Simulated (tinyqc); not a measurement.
Inside a calculation. Method: extended Hueckel theory, for BeH2. One step of it, computed by the program tinyqc.

Problem. Wolfsberg-Helmholz matrix. H_ij = K' S_ij (H_ii + H_jj)/2 for i != j (the diagonal keeps H_ii), with K' = K + D^2 + D^4 (1 - K), D = (H_ii - H_jj)/(H_ii + H_jj), K = 1.75.

overlap S, order 1Be 2s, 1Be 2px, 1Be 2py, 1Be 2pz, 2H 1s, 3H 1s:
$$\begin{pmatrix}
1.000000 & 0.000000 & 0.000000 & 0.000000 & 0.488862 & 0.488862 \\
0.000000 & 1.000000 & 0.000000 & 0.000000 & 0.000000 & 0.000000 \\
0.000000 & 0.000000 & 1.000000 & 0.000000 & 0.561468 & -0.561468 \\
0.000000 & 0.000000 & 0.000000 & 1.000000 & 0.037523 & 0.037523 \\
0.488862 & 0.000000 & 0.561468 & 0.037523 & 1.000000 & 0.046118 \\
0.488862 & 0.000000 & -0.561468 & 0.037523 & 0.046118 & 1.000000
\end{pmatrix}$$

diagonal H_ii (eV): 1Be 2s -10.000000, 1Be 2px -6.000000, 1Be 2py -6.000000, 1Be 2pz -6.000000, 2H 1s -13.600000, 3H 1s -13.600000

K = 1.750000

Give: H.

Solution.

H (eV), order 1Be 2s, 1Be 2px, 1Be 2py, 1Be 2pz, 2H 1s, 3H 1s:
$$\begin{pmatrix}
-10.0000 & 0.0000 & 0.0000 & 0.0000 & -10.2269 & -10.2269 \\
0.0000 & -6.0000 & 0.0000 & 0.0000 & 0.0000 & 0.0000 \\
0.0000 & 0.0000 & -6.0000 & 0.0000 & -10.3632 & 10.3632 \\
0.0000 & 0.0000 & 0.0000 & -6.0000 & -0.6926 & -0.6926 \\
-10.2269 & 0.0000 & -10.3632 & -0.6926 & -13.6000 & -1.0976 \\
-10.2269 & 0.0000 & 10.3632 & -0.6926 & -1.0976 & -13.6000
\end{pmatrix}$$
